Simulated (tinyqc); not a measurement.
Strained Delta valleys, repopulation and conductivity mass: two steps of the calculation.

A cubic crystal with three pairs of conduction valleys along x, y and z under uniaxial stress X along [110] (X > 0 is tension); current along [-110]. Non-degenerate electrons, fixed total density, one relaxation time for all valleys and stresses, masses unchanged by strain, so the mobility goes as the mean inverse mass.

Inputs (values chosen for the exercise); values close to those of silicon:
- s11 = 7.81 1/TPa (compliance)
- s12 = -2.14 1/TPa (compliance)
- s44 = 12.6 1/TPa (compliance)
- ml = 0.885 m0 (longitudinal mass)
- mt = 0.196 m0 (transverse mass)
- X = 130 MPa (uniaxial stress (tension positive))

Problem 1. Strain tensor. Stress s_ij = X a_i a_j with a the unit vector along [110]; strain e_ii = s11 s_ii + s12 (s_jj + s_kk), e_ij = s44 s_ij/2.

Give: strain.

Solution 1.

strain (%):
```
          x         y          z
x  0.036855  0.040950   0.000000
y  0.040950  0.036855   0.000000
z  0.000000  0.000000  -0.027820
```

Problem 2. Conductivity mass and mobility. Inverse mass along the current d = [-110]: (n.d)^2/ml + (1 - (n.d)^2)/mt; mu/mu0 = sum f (1/m) over the plain mean of 1/m.

share f, valley x to z: [0.30575288, 0.30575288, 0.38849423]

Find: 1/m along d; conductivity mass; unstrained value; mu/mu0.

Solution 2.

1/m along d, valley x to z (1/m0): [3.1160, 3.1160, 5.1020]
conductivity mass = 0.25723 m0
unstrained value = 0.26469 m0
mu/mu0 = 1.0290

The possible range, all electrons in one kind of valley, is 0.825 to 1.35.

Range of the model: Shear strain also changes the transverse masses of these valleys, which is left out.

Computed by the program tinyqc: `OMP_NUM_THREADS=1 python tinyqc.py 2530082 2530083 out.jsonl`, one thread of a shared Intel Xeon 2.30GHz, about 0.01 s for the whole run.
